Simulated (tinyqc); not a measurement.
Decay of LO phonons and the hot-phonon bottleneck in the cooling of electrons: one step, computed by the program tinyqc.

n(E, T) = 1/(exp(E/(k_B T)) - 1) is the Bose occupation. Electrons have a temperature T_e; the LO modes within their reach share one occupation N; the decay products stay at the lattice temperature.

Problem. Electron and phonon temperatures in closed form. Net emission per electron: [(N + 1) x - N]/tau_sp with x = exp(-hbar omega/(k_B T_e)), a simple two-level balance; steady state of the modes: n [(N + 1) x - N]/tau_sp = N_m (N - N_0)/tau; power per electron P = hbar omega [(N + 1) x - N]/tau_sp. With p = P tau_sp/(hbar omega): N = N_0 + r p and x = (p + N)/(N + 1); without hot phonons N = N_0. The mode temperature T_LO solves n(hbar omega, T_LO) = N.

Inputs (values chosen for the exercise, modelled on zinc oxide): LO energy hbar omega = 74.1 meV; lattice temperature T = 77 K; power supplied per electron P = 0.37 nW.

Decay channel: two unequal phonons (Ridley).

emission time tau_sp = 4.305953 fs

equilibrium LO occupation N_0 = 1.412660e-05

bottleneck ratio r = 2.811579

Constants: e = 1.602176634e-19 C; k_B = 8.617333262e-05 eV/K.

Give: reduced power p; LO occupation N; electron temperature T_e; T_e without hot phonons; mode temperature T_LO.

Solution.

reduced power p = 1.342e-04

LO occupation N = 3.914e-04

electron temperature T_e = 113.9 K

T_e without hot phonons = 97.54 K

mode temperature T_LO = 109.6 K

Caution: alpha is above 1/2, so hbar/tau_sp exceeds hbar omega and the emission time, a weak-coupling result, is only rough.
